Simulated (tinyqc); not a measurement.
Hubbard ring of 4 sites, step by step. Computed by tinyqc, a small Python program that keeps every step. Settings: hopping = 1.38, U = 4.7, mixing = 0.2, iteration cap = 71. Command: `OMP_NUM_THREADS=1 python tinyqc.py 30082 30083 out.jsonl` (the two numbers bound the seeds that draw the settings). One thread of a shared host (Intel(R) Xeon(R) Processor @ 2.60GHz), about 0.2 s of CPU time with the checks. Later iterations appear only in the table of the cycle.

## Mean-field iteration 1

one-body matrix (hopping and site energies) (eV), lower triangle:
```
,1,2,3,4
1,0.000000
2,-1.380000,0.000000
3,0.000000,-1.380000,0.000000
4,-1.380000,0.000000,-1.380000,0.000000
```

U = 4.700000 eV

electrons, up and down: 2  1

mixing = 0.200000

n(up) at the start (a guess, not normalised): 1 0.550000, 2 0.450000, 3 0.550000, 4 0.450000

n(down) at the start (a guess): 1 0.200000, 2 0.300000, 3 0.200000, 4 0.300000

H(up) = T + U n(down), H(down) = T + U n(up); fill the lowest levels; n(new) = n + mixing (n(out) - n); E = tr T (rho up + rho down) + U sum n_up n_down of the output.

levels, up (eV): -1.594986  0.940000  1.410000  3.944986

levels, down (eV): -0.419986  2.115000  2.585000  5.119986

energy = -3.258241 eV

n(up) after iteration 1: 1 0.594242, 2 0.405758, 3 0.594242, 4 0.405758

n(down) after iteration 1: 1 0.205758, 2 0.294242, 3 0.205758, 4 0.294242

## Mean-field iteration 2

As before.

levels, up (eV): -1.592822  0.967063  1.382937  3.942822

levels, down (eV): -0.445316  1.907063  2.792937  5.145316

energy = -3.327504 eV

n(up) after iteration 2: 1 0.629150, 2 0.370850, 3 0.629150, 4 0.370850

n(down) after iteration 2: 1 0.206684, 2 0.293316, 3 0.206684, 4 0.293316

## Convergence

Each step fills the lowest levels of T + U n(other spin) and sets n(new) = n + mixing (n(out) - n); stop when output and input agree to 1e-8.

Course of the cycle:
```
iteration,E (eV),largest |n(out) - n(in)|,mean |n_up - n_down|
1,-3.25824072,2.21e-01,0.292419
2,-3.32750450,1.75e-01,0.308396
3,-3.36905201,1.39e-01,0.322090
4,-3.39501272,1.12e-01,0.333838
5,-3.41193546,9.14e-02,0.343946
6,-3.42339717,7.52e-02,0.352671
7,-3.43140850,6.23e-02,0.360219
8,-3.43714516,5.20e-02,0.366760
9,-3.44132614,4.37e-02,0.372434
10,-3.44441145,3.69e-02,0.377360
11,-3.44670777,3.14e-02,0.381639
...,...,...,...
61,-3.45370450,2.65e-05,0.410059
62,-3.45370450,2.30e-05,0.410062
63,-3.45370450,2.00e-05,0.410065
64,-3.45370450,1.74e-05,0.410068
65,-3.45370450,1.52e-05,0.410070
66,-3.45370450,1.32e-05,0.410072
67,-3.45370450,1.15e-05,0.410074
68,-3.45370450,9.97e-06,0.410075
69,-3.45370450,8.67e-06,0.410077
70,-3.45370450,7.54e-06,0.410078
71,-3.45370450,6.56e-06,0.410079
```

Not converged within 71 iterations: the residual falls steadily but slowly, by a factor of about 0.87 a step. The lowest mean-field energy found from random starts is -3.45906 eV. Reruns (cap 100 unless said): mixing 0.5: converged in 43 to a higher stationary point (E = -3.45370); mixing 0.9: converged in 20 to a higher stationary point (E = -3.45370); the original settings with a cap of 400: converged in 118 to a higher stationary point (E = -3.45370).

## Exact diagonalisation (24 states)

Lowest levels of the sector, and the double occupancy of the lowest state.

lowest levels (eV): -3.949757  -3.949757  -2.760000  -2.080135  -2.080135  -0.229554

double occupancy per site = 0.050224

## The lowest level by Lanczos steps

From a random start vector (not printed): a_j = <q_j|H|q_j>, b_j = norm of the remainder after orthogonalising; the Ritz value is the lowest eigenvalue of the tridiagonal matrix of a and b so far.

Lanczos:
```
j,a_j (eV),b_j (eV),lowest Ritz value (eV)
1,1.262893,3.763522,1.26289286
2,2.194678,2.900642,-2.06346314
3,2.564356,3.597467,-2.82798857
4,2.090058,3.372705,-3.31448713
5,2.822678,3.831306,-3.61562800
6,2.262266,1.973669,-3.87375487
7,1.870627,2.551272,-3.92461598
8,1.175298,2.579403,-3.94182850
9,2.755403,3.151981,-3.94776331
10,4.158658,1.215368,-3.94968612
```
